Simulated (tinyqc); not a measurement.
# From one set of inputs to another, one input at a time

Model: surface photovoltage measurement of the minority-carrier diffusion length in a wafer. Computed by tinyqc, a small Python program. Command: `OMP_NUM_THREADS=1 python tinyqc.py 3130232 3130233 out.jsonl spv ladder`. One thread of a shared host (Intel(R) Xeon(R) Processor @ 2.30GHz), about 0.03 s of CPU time with the checks.

Low injection, steady light, a depletion layer much thinner than 1/alpha and L. The excess density dn is taken at the front edge of the neutral region; light that reaches the back is lost.

The inputs printed are set A. Inputs not listed in the table keep their values of set A, so the rows need not describe a real material.

Inputs (values chosen for the exercise, modelled on p-type silicon at room temperature):

| quantity | value | unit |
|---|---|---|
| diffusion length L | 230 | micrometre |
| wafer thickness W | 525 | micrometre |
| diffusivity D | 27.2 | cm^2/s |
| front recombination velocity S_f | 19000 | cm/s |
| back recombination velocity S_b | 920000 | cm/s |
| photon flux entering | 7.5e+13 | 1/(cm^2 s) |
| minority density at the surface barrier scale n_0 | 3.5e+08 | 1/cm^3 |
| temperature T | 298 | K |
| wavelength | 900 | nm |
| relative noise of each reading | 0.5 | % |
| diffusion length after pair splitting over L | 0.84 | - |
| iron factor C | 1.01e+16 | micrometre^2/cm^3 |

normal deviates g for the noise: -1.17  -0.19  1.57  -1.23  -0.55  -0.44  0.42

Constants: k_B = 8.617333262e-05 eV/K.

Method:
- alpha = (84.732/lambda - 76.417)^2 per cm with lambda in micrometre (an empirical fit for silicon between 0.7 and 1.05 micrometre).
- Thick wafer: dn = Phi L/((S_f + D/L)(L + 1/alpha)). Finite wafer, with s = S_b L/D, w = W/L, a = alpha L: dn = [Phi a/(a^2 - 1)] [a - B - exp(-alpha W)(a - s)/(cosh w + s sinh w)]/(S_f + B D/L), B = (sinh w + s cosh w)/(cosh w + s sinh w).
- Photovoltage V = (k_B T/e) ln(1 + dn/n_0). Lifetime = L^2/D.
- Readings y = (Phi/dn) (1 + noise x g) at 780, 830, 880, 920, 950, 975 and 995 nm; a least-squares line y = c (1/alpha + L_app) gives L_app = intercept/slope.
- Splitting iron-boron pairs in boron-doped silicon shortens L; with nothing else changing, [Fe] = C (1/L_after^2 - 1/L^2). It is evaluated with the true lengths and with the apparent ones (without noise), which differ when the wafer is not thick against L.

Each row keeps all changes above it:

| input moved | from | to | apparent length L_app (micrometre) | photovoltage V (mV) | [Fe] from the apparent lengths (1/cm^3) |
|---|---|---|---|---|---|
| set A | - | - | 213.30 | 59.85 | 7.2366e+10 |
| front recombination velocity S_f (cm/s) | 19000 | 110 | 213.30 | 127.52 | 7.2366e+10 |
| wafer thickness W (micrometre) | 525 | 625 | 221.51 | 127.85 | 7.5500e+10 |
| wavelength (nm) | 900 | 877 | 221.51 | 128.58 | 7.5500e+10 |
| diffusivity D (cm^2/s) | 27.2 | 26.9 | 221.51 | 128.84 | 7.5500e+10 |
| diffusion length L (micrometre) | 230 | 120 | 119.17 | 111.43 | 2.9189e+11 |
| back recombination velocity S_b (cm/s) | 920000 | 20000 | 119.19 | 111.43 | 2.9201e+11 |
| photon flux entering (1/(cm^2 s)) | 7.5e+13 | 4.7e+13 | 119.19 | 99.63 | 2.9201e+11 |

Where does the difference come from?

Apparent length L_app goes from 213 to 119, a factor 0.559 in all. The largest single move comes from diffusion length L (a factor 0.538). Photovoltage V goes from 59.8 to 99.6, a factor 1.66 in all. The largest single move comes from front recombination velocity S_f (a factor 2.13), and diffusion length L works against it (a factor 0.865). [Fe] from the apparent lengths goes from 7.24e10 to 2.92e11, a factor 4.04 in all. The largest single move comes from diffusion length L (a factor 3.87). The single moves hold for this order of the switches; the total does not depend on the order.

Caution (all rows): dn is not small against n_0, so V is not linear in the flux; the constant-flux reading then needs dn, not V.

Extremes, crossings and ranges named in words are read from the listed rows.
